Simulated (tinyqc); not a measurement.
Inside a calculation. Model: implanted layer, carriers, mobility and sheet resistance.

tinyqc, about 0.01 s, one thread, Intel Xeon 2.30GHz (shared host): `OMP_NUM_THREADS=1 python tinyqc.py 2110009 2110010 out.jsonl` Printed values are rounded.

An n-type layer from the surface x = 0 to the junction xj, N(x) = N0 exp(-(x - Rp)^2/(2 sg^2)). Local neutrality (no depletion at surface or junction, no spilling of carriers), intrinsic carriers neglected, full ionisation of active dopants.

Parameters, values chosen for the exercise; values close to those of nitrogen in 4H silicon carbide over a p-type background: temperature T = 400 K; background doping of the opposite type Nb = 5.2e15 cm^-3; peak chemical concentration N0 = 1.6e18 cm^-3; mobility limit at high doping m1 = 41.6 cm^2/(V s); mobility limit at low doping, at 300 K m2 = 939 cm^2/(V s); reference doping of the mobility law Nr = 1.9e17 cm^-3; exponent of the mobility law am = 0.587; temperature exponent of m2 bt = 2.4; solubility limit of active dopant Ns = 4.89e19 cm^-3; straggle after annealing sg = 13 nm; projected range Rp = 8.3 nm.

Constants: q = 1.602176634e-19 C. Results are converted to the units shown.

Range of the model: The layer is thin and light enough that depletion at the surface and the junction, left out here, would remove a good share of its carriers.

## Junction depth and local values

xj = Rp + sg sqrt(2 ln(N0/Nb)); 15 equal steps from 0 to xj. Active dopant A = min(N, Ns); n = A - Nb; mobility mu = m1 + (m2 (T/300 K)^(-bt) - m1)/(1 + ((A + Nb)/Nr)^am).

xj = 52.30495 nm

```
point    x (nm)    N (cm^-3)    A (cm^-3)  n (1e18 cm^-3)  mu (cm^2/(V s))
0       0.00000  1.304979e18  1.304979e18        1.299779         146.1158
1       3.48700  1.494016e18  1.494016e18        1.488816         139.9882
2       6.97399  1.591698e18  1.591698e18        1.586498         137.2067
3      10.46099  1.578046e18  1.578046e18        1.572846         137.5817
4      13.94799  1.455902e18  1.455902e18        1.450702         141.1392
5      17.43498  1.249966e18  1.249966e18        1.244766         148.1194
6      20.92198  9.986601e17  9.986601e17        0.993460         158.9643
7      24.40898  7.424903e17  7.424903e17        0.737290         174.2725
8      27.89597  5.137093e17  5.137093e17        0.508509         194.6819
9      31.38297  3.307483e17  3.307483e17        0.325548         220.6230
10     34.86997  1.981670e17  1.981670e17        0.192967         251.9057
11     38.35697  1.104889e17  1.104889e17        0.105289         287.2143
12     41.84396  5.732704e16  5.732704e16        0.052127         323.8046
13     45.33096  2.767923e16  2.767923e16        0.022479         357.8408
14     48.81796  1.243661e16  1.243661e16        0.007237         385.5579
15     52.30495       5.2e15       5.2e15        0.000000         404.7817
```

The mobility runs from 137 to 405 cm^2/(V s).

## Sheet quantities by the trapezoid rule

Dose = integral of N, carrier sheet density = integral of n, 1/Rs = q integral of n mu, mean mobility 1/(q Rs sheet density), Hall mobility (unit Hall factor) = integral of n mu^2 over integral of n mu, Hall sheet density = (integral of n mu)^2/integral of n mu^2; all from 0 to xj.

dose = 3.8414e12 cm^-2
carrier sheet density = 3.8142e12 cm^-2
Rs = 10589 ohm/square
mean mobility = 154.54 cm^2/(V s)
Hall mobility = 160.83 cm^2/(V s)
Hall sheet density = 3.6649e12 cm^-2

Carriers make up 99.3 % of the dose. A Hall measurement weights the mobile tail, so its sheet density is 3.9 % below the true one. With 4000 steps Rs = 10580 ohm/square; the coarse value is 0.12 % above it.
